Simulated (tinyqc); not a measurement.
Rutherford backscattering from a thin compound film on silicon: kinematics, yields, composition and thickness. Inputs raised by 2 %, one at a time. Computed by tinyqc, a small Python program. Command: `OMP_NUM_THREADS=1 python tinyqc.py 3011707 3011708 out.jsonl rbs sens`. One thread of a shared host (Intel(R) Xeon(R) Processor @ 2.30GHz), about 0.01 s of CPU time with the checks.

Singly charged helium ions (Z1 = 2, M1 = 4.0026 u) enter at the tilt angle a1 to the normal and leave at a2 = |180 - theta - tilt| in the same plane. The film is A B_x.

Inputs (values chosen for the exercise, modelled on a helium beam on SiGe): beam energy E0 = 1.7 MeV; scattering angle theta = 150 degrees; tilt of the sample = 60 degrees; heavy element: Z_A = 32; heavy element: mass M_A = 72.6 u; heavy element: stopping eps_A at 2 MeV = 75.5 1e-15 eV cm^2; light element: Z_B = 14; light element: mass M_B = 28.09 u; light element: stopping eps_B at 2 MeV = 50.9 1e-15 eV cm^2; atoms of B per atom of A, x = 2.64; atomic density of the film = 48.4 1/nm^3; film thickness d = 5.3 nm; collected charge = 20 microcoulomb; detector solid angle = 1.8 msr; detector resolution (FWHM) = 11 keV.

Constants: e^2/(4 pi eps_0) = 14.39964548 eV angstrom; e = 1.602176634e-19 C.

Method:
- Kinematic factor K = [(sqrt(M^2 - M1^2 sin^2 theta) + M1 cos theta)/(M + M1)]^2.
- Surface edges lie at K E0; substrate silicon has M = 28.09 u. Mass resolution at M_A = resolution/(E0 dK/dM).
- Stopping per atom eps(E) = eps(2 MeV) (E/2 MeV)^(-0.4) (a law chosen for the exercise); Bragg rule eps_film = (eps_A + x eps_B)/(1 + x); areal density N d, with 1/nm^2 = 0.1 x 1e15/cm^2.
- Width of the signal of element i: [K_i eps(E0)/cos a1 + eps(K_i E0)/cos a2] N d; depth resolution = resolution x d/width of A; energy lost on the way in = eps(E0) N d/cos a1.
- Rutherford cross section in the laboratory frame: sigma = (Z1 Z e^2/(4 pi eps_0 4E))^2 (4/sin^4 theta) (r + cos theta)^2/r, r = sqrt(1 - (M1 sin theta/M)^2), times the screening factor 1 - 0.049 Z1 Z^(4/3)/E (E in keV); 1 angstrom^2 = 1e8 barn.
- Counts = (charge/e) x solid angle x sigma(E_mean) x areal density of the element/cos a1, E_mean = E0 - half the energy lost on the way in; 1 barn = 1e-24 cm^2. The ratio of areas returns x = (Y_B/Y_A)(sigma_A/sigma_B), with the counting error sqrt(1/Y_A + 1/Y_B).

Runs; columns: (1) input moved; (2) from; (3) to; (4) depth resolution (nm); (5) ratio of areas Y_B/Y_A; (6) counting error of x without background (%); (7) energy lost on the way in (keV):
```
(1)                                                      (2)     (3)    (4)     (5)    (6)    (7)
base run                                                   -       -  12.82  0.4921  2.140  3.157
beam energy E0 (MeV)                                     1.7   1.734  12.92  0.4920  2.183  3.132
atoms of B per atom of A, x                             2.64  2.6928  12.84  0.5019  2.141  3.151
film thickness d (nm)                                    5.3   5.406  12.82  0.4921  2.119  3.220
heavy element: stopping eps_A at 2 MeV (1e-15 eV cm^2)  75.5   77.01  12.73  0.4921  2.140  3.179
light element: stopping eps_B at 2 MeV (1e-15 eV cm^2)  50.9  51.918  12.66  0.4921  2.140  3.197
detector resolution (FWHM) (keV)                          11   11.22  13.07  0.4921  2.140  3.157
scattering angle theta (degrees)                         150     153  12.65  0.4917  2.170  3.157
```

Exponents ln(y'/y) / ln(x'/x):
```
input                                   depth resolution  ratio of areas Y_B/Y_A  counting error of x without background  energy lost on the way in
beam energy E0                                     0.400                  -0.004                                   1.000                     -0.400
atoms of B per atom of A, x                        0.085                   1.000                                   0.030                     -0.085
film thickness d                                   0.000                   0.000                                  -0.501                      1.000
heavy element: stopping eps_A at 2 MeV            -0.362                   0.000                                   0.000                      0.362
light element: stopping eps_B at 2 MeV            -0.643                   0.000                                  -0.001                      0.643
detector resolution (FWHM)                         1.000                   0.000                                   0.000                      0.000
scattering angle theta                            -0.659                  -0.041                                   0.689                      0.000
```

Which inputs matter most for each result?

Among the inputs moved here: depth resolution answers most in size to detector resolution (FWHM) (exponent +1.000), next to scattering angle theta (-0.659); its exponent is below 0.0005 for film thickness d. Its exponent +0.400 in beam energy E0: the chosen stopping law. Ratio of areas Y_B/Y_A answers most in size to atoms of B per atom of A, x (exponent +1.000), next to scattering angle theta (-0.041); its exponent is below 0.0005 for film thickness d, heavy element: stopping eps_A at 2 MeV, light element: stopping eps_B at 2 MeV, detector resolution (FWHM). Its exponent +1.000 in atoms of B per atom of A, x: areas count atoms. Its exponent 0.000 in film thickness d: both cross sections scale alike with energy. Counting error of x without background answers most in size to beam energy E0 (exponent +1.000), next to scattering angle theta (+0.689); its exponent is below 0.0005 for heavy element: stopping eps_A at 2 MeV, detector resolution (FWHM). Its exponent +1.000 in beam energy E0: sigma falls as 1/E^2 and the error goes as its inverse root. Its exponent -0.501 in film thickness d: counting statistics. Energy lost on the way in answers most in size to film thickness d (exponent +1.000), next to light element: stopping eps_B at 2 MeV (+0.643); its exponent is below 0.0005 for detector resolution (FWHM), scattering angle theta.

Caution (all rows): the silicon signal of the film merges with that of the substrate, so only the width of A can be read directly. Caution (all rows): film and substrate silicon overlap, so Y_B must be separated by a fit.

Extremes, crossings and ranges named in words are read from the listed rows.
